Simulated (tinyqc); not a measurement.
Changing the void surface energy gamma: nucleation and growth of vacancy voids in a cooling silicon-like crystal. Computed by tinyqc, a small Python program. Command: `OMP_NUM_THREADS=1 python tinyqc.py 3000969 3000970 out.jsonl voids sweep`. One thread of a shared host (Intel(R) Xeon(R) Processor @ 2.30GHz), about 0.1 s of CPU time with the checks.

Spherical voids; vacancies are lost only to voids.

Inputs (values chosen for the exercise, close to those used for silicon):

| quantity | value | unit |
|---|---|---|
| vacancy density at the melting point C_m | 5.4e+14 | 1/cm^3 |
| formation energy E_f | 3.75 | eV |
| melting point T_m | 1685 | K |
| diffusion prefactor D0 | 0.0017 | cm^2/s |
| migration energy E_m | 0.41 | eV |
| site density rho | 5e+22 | 1/cm^3 |
| cooling rate q | 0.52 | K/min |
| ratio (V/G)/xi_c | 1.28 | - |
| limit of the excess at high V/G | 2.5e+14 | 1/cm^3 |
| temperature step | 0.25 | K |

Vacancy supply: from V/G.

Constants: k_B = 8.617333262e-05 eV/K; k_B = 1.380649e-23 J/K.

Method:
- C = C_x (u - 1)/(u + 0.2) with u = (V/G)/xi_c, a form chosen for the exercise.
- C_e = C_m exp[-(E_f/k_B)(1/T - 1/T_m)]; D = D0 exp(-E_m/(k_B T)); f = k_B T ln(C/C_e); r* = 2 gamma/(rho f); W* = 16 pi gamma^3/(3 rho^2 f^2); Z = f/sqrt(12 pi W* k_B T); I = rho Z (4 pi r* D C) exp(-W*/(k_B T)).
- March down from 1500 K in steps dT, dt = dT/q, with values at the upper end of each step: a class of I dt voids is born with r*; then all classes grow by r^2 += 2 D (C - C_e) dt/rho; C falls by the vacancies added to voids. Stop at 1150 K. T_n is the T of the largest I, N the final count (classes under 1e-6 /cm^3 are dropped), and the mean radius the number average.

One run for each value:

| void surface energy gamma (J/m^2) | temperature of peak nucleation T_n (K) | void density N (1/cm^3) | mean radius (nm) |
|---|---|---|---|
| 0.700 | 1416.00 | 1.100e+05 | 126.6 |
| 0.767 | 1397.25 | 1.048e+05 | 128.5 |
| 0.833 | 1377.50 | 1.025e+05 | 129.4 |
| 0.900 | 1356.50 | 1.022e+05 | 129.4 |
| 0.967 | 1334.25 | 1.039e+05 | 128.5 |
| 1.030 | 1312.25 | 1.070e+05 | 127.1 |
| 1.100 | 1286.25 | 1.122e+05 | 124.9 |

Over the rows, temperature of peak nucleation T_n (K) falls from 1420 to 1290 (exponent d ln y / d ln x -0.15 between the first rows and -0.30 between the last); void density N (1/cm^3) goes from 110000 through a minimum among these rows, 102000 at 0.900, to 112000; mean radius (nm) goes from 127 through a maximum among these rows, 129 at 0.833, to 125. The surface energy sets the supersaturation needed and so T_n; N and r respond far less than the rate at fixed T would.

Caution (rows 1.10): below about 1290 K vacancies bind to oxygen in crucible-grown crystals, which cuts nucleation off; that is left out.

Extremes, crossings and ranges named in words are read from the listed rows.
